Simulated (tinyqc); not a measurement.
Plane-wave Kohn-Sham cycle with exchange-only LDA in a layered model solid, step by step. One step of it, computed by the program tinyqc.

Question. Iteration 1: Hamiltonian at one k. H(m,m') = (k + G_m)^2/2 delta + V(G_m - G_m'), with V(-G) = V(G).

A solid whose potential varies along x alone (atomic units):
```
parameter                      value
period a                   10.200000
cross-section of the cell  22.000000
electrons per cell                 2
grid points                       16
plane waves -n..n, n               3
k points                           2
V1 in V1 cos(2 pi x/a)     -0.410000
```

V(G_m), m = 0, 1, 2, ... (hartree): -0.204170  -0.205000  0.000000  0.000000  0.000000  0.000000  0.000000

k = 0.250000 2 pi / a

Give: H.

Answer.

H (hartree):
```
        -3      -2      -1      +0      +1      +2      +3
-3   1.231  -0.205   0.000   0.000   0.000   0.000   0.000
-2  -0.205   0.377  -0.205   0.000   0.000   0.000   0.000
-1   0.000  -0.205  -0.097  -0.205   0.000   0.000   0.000
+0   0.000   0.000  -0.205  -0.192  -0.205   0.000   0.000
+1   0.000   0.000   0.000  -0.205   0.092  -0.205   0.000
+2   0.000   0.000   0.000   0.000  -0.205   0.756  -0.205
+3   0.000   0.000   0.000   0.000   0.000  -0.205   1.800
```
